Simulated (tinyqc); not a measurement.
From results to parameters: two-site tight-binding chain. Computed by the program tinyqc.

Problem. A two-site chain has site energies +delta (A) and -delta (B) and hoppings t1 > t2 > 0, so E = +/- sqrt(delta^2 + |t1 + t2 exp(-ika)|^2). Find delta, t1 and t2.

upper band at k = 0 = 4.430361 eV
upper band at the zone edge = 0.926121 eV
weight of the upper band on site A at the zone edge = 0.953504

Solution. The weight on A is (1 + delta/E)/2, which gives delta; then t1 + t2 = sqrt(E(0)^2 - delta^2) and t1 - t2 = sqrt(E(edge)^2 - delta^2).

delta, t1, t2 (eV): 0.840  2.370  1.980
